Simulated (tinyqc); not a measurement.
# Read current of a NAND string, cells in series solved by shooting, step by step

Program tinyqc, `OMP_NUM_THREADS=1 python tinyqc.py 2142152 2142153 out.jsonl`; Intel Xeon 2.30GHz, shared host, one thread, about 0.5 s. Printed values are rounded.

Cells in series, numbered from 0 at the source line (0 V) to the bit line, each followed by a gap resistance Rg. A cell with gate Vg, threshold VT, source Vs and drain Vd passes I = 2 nf K Vt^2 [F(Vs) - F(Vd)]/(1 + th max(Vg - VT, 0)), F(V) = ln^2(1 + exp((Vg - VT - nf V)/(2 nf Vt))). The selected cell has Vg = Vr, the others Vg = Vp.

Parameters, values chosen for the exercise; values of the order met in vertical NAND strings: temperature T = 300 K; gain factor of a cell K = 6.1 uA/V^2; slope factor nf = 2.2; mobility reduction factor th = 0.08 1/V; resistance of the gap between cells Rg = 11 kohm; bit-line voltage Vbl = 0.4 V; pass voltage Vp = 7.2 V; read voltage on the selected word line Vr = 3.11 V.

Constants: q = 1.602176634e-19 C, kB = 1.380649e-23 J/K, Vt = kB T/q. Results are converted to the units shown.

## Step 1: node voltages for a trial current

first trial current = 0.49 uA
thresholds from the source end, cell 0 to 3 (V): 3.3  3.3  1.9  -1.5

For a trial current I start at 0 V and, cell by cell (the selected one is cell 2), solve for the drain: sqrt(F(Vd)) = sqrt(F(Vs) - I/k), k = 2 nf K Vt^2/(1 + th max(Vg - VT, 0)), Vd = [Vg - VT - 2 nf Vt ln(exp(sqrt F) - 1)]/nf, then add I Rg.

node voltage after each cell and gap, trial 1, cell 0 to 3 (V): 0.03262229  0.06576330  0.1624842  0.1842399

## Step 2: node voltages for a trial current

second trial current = 0.76 uA

As before.

node voltage after each cell and gap, trial 2, cell 0 to 3 (V): 0.05078097  0.1028450  0.2834259  0.3180428

## Course of the secant iteration

Secant steps on the end voltage less Vbl, from the two trials; a trial above the saturation current of a cell has no solution and is moved halfway to the previous trial. Stop below 1e-9 V.

Course of the iteration:
```
iteration     I (uA)  end voltage - Vbl (V)  halvings
1          0.9253807                 0.0361         0
2          0.8747798               -6.23e-3         0
3          0.8822180               -4.98e-4         0
4          0.8828650                6.75e-6         0
5          0.8828564               -7.33e-9         0
6          0.8828564              -1.07e-13         0
```

Converged in 6 iterations to I = 0.88286 uA. The selected cell takes 57.4 % of the bit-line voltage and the gaps together 9.71 %.
